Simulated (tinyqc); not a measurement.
What each parameter does: two-band tight binding of a puckered layer.

With X = kx ax/2 and Y = ky ay/2: h = t2 + 2 cos(Y) (t1 exp(iX) + t3 exp(-iX)) + t5 exp(2iX), d = 4 t4 cos(X) cos(Y), H = [[d, h], [h*, d]], E = d -/+ |h|.

Constants: hbar^2/2m0 = 3.80998211 eV angstrom^2.

Parameters, chosen for this exercise (near a published set for monolayer black phosphorus; the results hold for these values, not for the real material): ax = 4.61 angstrom (period along x (armchair)); ay = 3.34 angstrom (period along y (zigzag)); t1 = -1.209 eV (along the zigzag); t2 = 3.617 eV (across the pucker); t3 = -0.225 eV (second in the sheet); t4 = -0.108 eV (same sublattice); t5 = -0.052 eV (far across).

Gap at Gamma and masses m/m0 = c q^2/|E(q) - E(0)| with q = 0.001 1/angstrom, c = hbar^2/2m0. Each row changes one parameter from the base and keeps the others.

Results:

| case | gap (eV) | m_e x | m_h x | m_e y | m_h y |
|---|---|---|---|---|---|
| base | 1.3940 | 0.1484 | 0.1629 | 0.828 | 1.122 |
| t1 = -1.179 eV | 1.5140 | 0.1631 | 0.1808 | 0.843 | 1.150 |
| t2 = 3.647 eV | 1.4540 | 0.1524 | 0.1678 | 0.828 | 1.122 |
| t3 = -0.195 eV | 1.5140 | 0.1517 | 0.1670 | 0.843 | 1.150 |
| t4 = -0.078 eV | 1.3940 | 0.1502 | 0.1607 | 0.859 | 1.069 |
| t5 = -0.022 eV | 1.4540 | 0.1601 | 0.1772 | 0.828 | 1.122 |
| ax = 4.748 angstrom | 1.3940 | 0.1399 | 0.1536 | 0.828 | 1.122 |

The largest shifts from the base row, up to three for each result and ties (the steps differ in size, so this ranks the rows, not the parameters). gap (eV): t1 +0.1200, t3 +0.1200, t5 +0.0600, t2 +0.0600; unchanged at the printed digits by t4 and ax. m_e x: t1 +0.0147, t5 +0.0118, ax -0.0085. m_h x: t1 +0.0179, t5 +0.0143, ax -0.0093. m_e y: t4 +0.031, t1 +0.015, t3 +0.015; unchanged at the printed digits by t2, t5 and ax. m_h y: t4 -0.053, t1 +0.028, t3 +0.028; unchanged at the printed digits by t2, t5 and ax.

tinyqc: `OMP_NUM_THREADS=1 python tinyqc.py 1481731 1481732 out.jsonl`; about 0.01 s, one thread, shared Intel(R) Xeon(R) Processor @ 2.30GHz.
